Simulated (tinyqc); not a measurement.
Ballistic transport through the one-dimensional subbands of a rectangular nanowire or nanosheet channel. Changing the equivalent oxide thickness t. Computed by tinyqc, a small Python program. Command: `OMP_NUM_THREADS=1 python tinyqc.py 3000257 3000258 out.jsonl wire sweep`. One thread of a shared host (Intel(R) Xeon(R) Processor @ 2.30GHz), about 0.06 s of CPU time with the checks.

Hard walls, parabolic subbands, transport along x. Energies are counted from the bulk conduction band edge at the top of the barrier, which the gate pulls down by U; the source Fermi level lies at the bulk edge when U = 0.

Inputs (values chosen for the exercise, modelled on silicon): light mass m_t = 0.19 m_0; heavy mass m_l = 0.925 m_0; height a = 3.4 nm; width b = 3.9 nm; gate voltage above flat band V_G = 0.42 V; drain voltage V_D = 0.65 V; temperature T = 300 K.

Valleys: silicon [100] wire.

Constants: hbar^2/(2 m_0) = 3.80998212 eV angstrom^2; k_B = 8.617333262e-05 eV/K; m_0 = 9.1093837015e-31 kg; k_B = 1.380649e-23 J/K; hbar = 1.054571817e-34 J s; eps_0 = 8.8541878128e-12 F/m; e = 1.602176634e-19 C; h = 6.62607015e-34 J s.

Method:
- E_pq = (hbar^2 pi^2/2)(p^2/(m_y b^2) + q^2/(m_z a^2)); valley pairs: (m_x, m_y, m_z) = (m_t, m_t, m_l), (m_t, m_l, m_t), (m_l, m_t, m_t), each with degeneracy g = 2; the 10 lowest subbands are kept.
- F_j(eta) = (1/Gamma(j + 1)) int_0^infinity x^j/(1 + exp(x - eta)) dx, F_0 = ln(1 + exp(eta)). Integrals over x = E/(k_B T) use 160 Gauss-Legendre points in u = sqrt(x) from 0 to sqrt(max(eta, 0) + 32).
- With degeneracy g = 2, eta_i = (U - E_i)/(k_B T) and u = e V_D/(k_B T): line density n = sum_i g sqrt(2 m_x k_B T/pi)/(2 hbar) [F_-1/2(eta_i) + F_-1/2(eta_i - u)]; gate: e n = C_ox (V_G - U/e), C_ox = 3.9 eps_0 2 (a + b)/t (flat-plate estimate); I = (2 e k_B T/h) sum_i g [F_0(eta_i) - F_0(eta_i - u)].

One run for each value:
```
equivalent oxide thickness t (nm)  ballistic current I (microampere)  line density n (1/nm)  U (meV)
0.40                                                          34.598                 1.1650   271.91
0.57                                                          26.472                 0.9184   253.64
0.82                                                          19.555                 0.7099   235.00
1.20                                                          13.863                 0.5339   216.40
1.70                                                           9.971                 0.4056   200.89
2.40                                                           7.154                 0.3054   187.07
3.50                                                           4.968                 0.2216   173.49
5.00                                                           3.524                 0.1625   161.82
```

Over the rows, ballistic current I (microampere) falls from 34.6 to 3.52 (exponent d ln y / d ln x -0.76 between the first rows and -0.96 between the last); line density n (1/nm) falls from 1.17 to 0.162 (exponent d ln y / d ln x -0.67 between the first rows and -0.87 between the last); U (meV) falls from 272 to 162 (exponent d ln y / d ln x between -0.22 and -0.20). Thinning the oxide by a factor 12.5 raises n by 7.17 and the current by 9.82. The charge lags because part of V_G goes into U (quantum capacitance and subband energy).
